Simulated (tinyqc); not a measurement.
bcc against fcc: Finnis-Sinclair potential for a bcc metal: fit to cohesion and elasticity, then vacancy, surfaces and structure. Computed by tinyqc, a small Python program. Command: `OMP_NUM_THREADS=1 python tinyqc.py 3110988 3110989 out.jsonl fsfit walk`. One thread of a shared host (Intel(R) Xeon(R) Processor @ 2.30GHz), about 0.01 s of CPU time with the checks.

E = (1/2) sum V(r) - A sqrt(rho), rho = sum phi(r), phi = (r - d)^2 for r < d, V = (r - c)^2 (c0 + c1 r + c2 r^2) for r < c. In bcc the 8 first neighbours lie at sqrt(3) a/2 and the 6 second at a; both cut-offs lie below the third shell; Omega = a^3/2; E is per atom and z the number of atoms in a shell. The four constants A, c0, c1, c2 are fitted to E_c, zero pressure, B and C12 - C44 alone, so C44 and C11 - C12 are not matched singly; defects are unrelaxed.

Inputs (values chosen for the exercise, modelled on molybdenum):
```
quantity             value      unit
lattice constant a   3.147  angstrom
cohesive energy E_c   6.91        eV
target C11             470       GPa
target C12             158       GPa
target C44             110       GPa
density cut-off d/a  1.316         -
pair cut-off c/a     1.025         -
```

Constants: 1 eV/angstrom^3 = 160.2176634 GPa.

Method:
- rho = sum z phi, rho1 = sum z r phi', rho2 = sum z r^2 phi''. At zero pressure the effective pair part V + 2 F' phi obeys C12 = C44, so C12 - C44 = F'' (rho1/3)^2/Omega with F'' = A/(4 rho^(3/2)); this gives A.
- With v_k = (r - c)^2 r^k the rows are (1/2) sum z v_k, (1/2) sum z r v_k' and (1/2) sum z r^2 v_k''. With rho1 = sum z r phi' and rho2 = sum z r^2 phi'' the right-hand sides are: -E_c + A sqrt(rho) (cohesion); A rho1/(2 sqrt(rho)) (zero pressure); 9 B Omega + A [rho2/(2 sqrt(rho)) - rho1^2/(4 rho^(3/2))] with B = (C11 + 2 C12)/3.
- Solve the three equations.
- E of each lattice against the volume per atom, as a multiple of Omega; all neighbours inside the cut-offs are summed.

c0, c1, c2 (eV/angstrom^2, eV/angstrom^3, eV/angstrom^4): 18.4887  -11.6402  1.9564

A = 1.75580 eV/angstrom

Energies (eV/atom):
```
V/Omega      bcc      fcc  fcc less bcc (meV)
0.80     -6.2186  -6.2001              18.477
0.84     -6.4971  -6.4583              38.798
0.88     -6.6924  -6.6389              53.497
0.92     -6.8190  -6.7574              61.626
0.96     -6.8885  -6.8262              62.269
1.00     -6.9100  -6.8556              54.398
1.05     -6.8800  -6.8491              30.903
1.10     -6.7984  -6.8062              -7.775
1.20     -6.5558  -6.6406             -84.764
```

The lowest fcc row, at V/Omega = 1, lies +54 meV from the bcc minimum: the fit keeps bcc stable, though nothing in it asked for that.

Extremes, crossings and ranges named in words are read from the listed rows.
